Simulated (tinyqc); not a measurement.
Mean-field antiferromagnet of the Hubbard model on the simple cubic lattice, step by step. Values are carried at full precision from step to step, so a last printed digit may differ when a step is redone from the rounded ones.

e(k) = -2 t (cx + cy + cz) - 4 t2 (cx cy + cy cz + cz cx), ci = cos ki; one electron a site; Q = (pi, pi, pi). <n_up - n_dn> = m cos(Q.R) gives Delta = U m/2 and bands E = e+ -/+ sqrt(e-^2 + Delta^2), e+- = (e(k) +- e(k + Q))/2 (the constant U/2 is dropped). Means run over the mesh k_i = 2 pi (j + 1/2)/N of the whole zone: mu from mean(f(E-) + f(E+)) = 1; m(out) = mean of Delta (f(E-) - f(E+))/sqrt(e-^2 + Delta^2); free energy per site F = -kT mean[ln(1 + exp(-(E- - mu)/kT)) + ln(1 + exp(-(E+ - mu)/kT))] + mu + U m^2/4.

Constants: kB = 8.617333262e-05 eV/K.

Inputs chosen for the exercise: t = 1.11 eV (nearest hopping); t2 = 0 eV (second hopping); N = 4 (mesh); U = 9.2 eV (on-site repulsion); m0 = 0.58 (starting staggered moment); T = 300 K.

## Folded levels on the mesh

Collect the points with equal |e-| and e+.

Classes of points:

| \|e-\| (eV) | e+ (eV) | points |
|---|---|---|
| 1.5698 | 0.0000 | 48 |
| 4.7093 | 0.0000 | 16 |

## One mean-field step

From m = m0 form Delta, the two bands of each class and m(out).

Delta = 2.6680 eV

E-, E+ and Delta/sqrt(e-^2 + Delta^2) of each class:

| \|e-\| (eV) | E- (eV) | E+ (eV) | Delta/sqrt(e-^2 + Delta^2) |
|---|---|---|---|
| 1.5698 | -3.0955 | 3.0955 | 0.8619 |
| 4.7093 | -5.4126 | 5.4126 | 0.4929 |

m(out) = 0.7696

m(out) is above m0, so the next step starts from a larger moment.

## Self-consistency

Repeat with m = m(out) until |m(out) - m| < 1e-8; F(0) is the free energy at m = 0.

Iterations:

| step | m | Delta (eV) | m(out) | F (eV) |
|---|---|---|---|---|
| 1 | 0.580000 | 2.66800 | 0.769643 | -2.901087 |
| 2 | 0.769643 | 3.54036 | 0.835852 | -3.015091 |
| 3 | 0.835852 | 3.84492 | 0.852467 | -3.027769 |
| 4 | 0.852467 | 3.92135 | 0.856253 | -3.028550 |
| 5 | 0.856253 | 3.93877 | 0.857096 | -3.028590 |
| 6 | 0.857096 | 3.94264 | 0.857283 | -3.028592 |
| 7 | 0.857283 | 3.94350 | 0.857325 | -3.028592 |
| 8 | 0.857325 | 3.94369 | 0.857334 | -3.028592 |
| 9 | 0.857334 | 3.94374 | 0.857336 | -3.028592 |
| 10 | 0.857336 | 3.94374 | 0.857336 | -3.028592 |
| 11 | 0.857336 | 3.94375 | 0.857336 | -3.028592 |
| 12 | 0.857336 | 3.94375 | 0.857336 | -3.028592 |
| 13 | 0.857336 | 3.94375 | 0.857336 | -3.028592 |

m = 0.8573
Delta = 3.9437 eV
lowest E+ minus highest E- on the mesh = 8.4894 eV
F - F(0) = -673.93 meV

Converged in 13 steps. The ordered state lies 673.93 meV a site below the paramagnet and is an insulator on this mesh. A mesh of N = 16 gives m = 0.860 and F - F(0) = -795.2 meV.

## Checks

- Energy gain at U = 400 t against the exchange limit -z t^2/U a site (z neighbours), counted from -U/4 (eV): both -0.0166.

Program tinyqc; command `OMP_NUM_THREADS=1 python tinyqc.py 1652542 1652543 out.jsonl`; about 0.08 s on one thread of a shared Intel(R) Xeon(R) Processor @ 2.30GHz.
